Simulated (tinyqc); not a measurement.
Hot carriers by balance equations with a heated Maxwellian: one step, computed by the program tinyqc. Command: `OMP_NUM_THREADS=1 python tinyqc.py 3010159 3010160 out.jsonl hot walk`. One thread of a shared host (Intel(R) Xeon(R) Processor @ 2.30GHz), about 0.01 s of CPU time with the checks.

The carriers follow a Maxwellian at an electron temperature T_e, slightly displaced; the drift energy is neglected against k_B T_e. The balance averages the rate, not the time, so mu_0 lies below the relaxation-time value.

Problem. Equilibrium values. Parabolic band: E = hbar^2 k^2/(2 m), speed v = hbar k/m, states per spin, volume and energy g(E) = m k/(2 pi^2 hbar^2). Masses are multiplied by m_0 and all formulas are in SI units. Phonon occupation N_q = 1/(exp(hbar w/(k_B T)) - 1). Acoustic deformation potential (elastic, equipartition, absorption and emission together): 1/tau = 2 pi k_B T D_A^2 g(E)/(hbar rho v_l^2). Optical or intervalley deformation potential: 1/tau = (pi Z_f D_o^2/(rho w)) [N_q g(E + hbar w) + (N_q + 1) g(E - hbar w)], with g = 0 below the band edge. Averages over the Maxwellian, <y> = int y x^(1/2) exp(-x) dx / int x^(1/2) exp(-x) dx with x = E/(k_B T_e), split at x_0 = hbar w/(k_B T_e): 64 Gauss-Legendre points in sqrt(x) below it and 128 in sqrt(x - x_0) above it, up to x = 32. Momentum balance: mu(T_e) = e/(m nu), nu = <x (sum of rates)>/<x>. Power lost per carrier: P(T_e) = hbar w <emission rate - absorption rate> + <(2 m v_l^2/(k_B T)) (E - 2 k_B T) acoustic rate>. Energy relaxation time at weak heating: tau_E = (3/2) k_B / (dP/dT_e), the derivative by a central difference of +/- 0.5 K at T_e = T.

Inputs (values chosen for the exercise, modelled on electrons in silicon):

| quantity | value | unit |
|---|---|---|
| effective mass m | 0.315 | m_0 |
| density rho | 2329 | kg/m^3 |
| sound velocity v_l | 9310 | m/s |
| acoustic deformation potential D_A | 8.6 | eV |
| phonon energy hbar w | 62.1 | meV |
| optical or intervalley deformation potential D_o | 4.3 | 1e8 eV/cm |
| final valleys Z_f | 5 | - |
| lattice temperature T | 500 | K |

Band: parabolic. Solver: Newton.

Constants: k_B = 8.617333262e-05 eV/K; k_B = 1.380649e-23 J/K; e = 1.602176634e-19 C; hbar = 1.054571817e-34 J s; m_0 = 9.1093837015e-31 kg; hbar = 6.582119569e-16 eV s.

Give: low-field mobility mu_0; energy relaxation time tau_E.

Solution.

low-field mobility mu_0 = 615.88 cm^2/(V s)

energy relaxation time tau_E = 0.51402 ps

tau_E is 4.66 times the momentum relaxation time m mu_0/e: energy is lost more slowly than direction, which is why carriers heat.
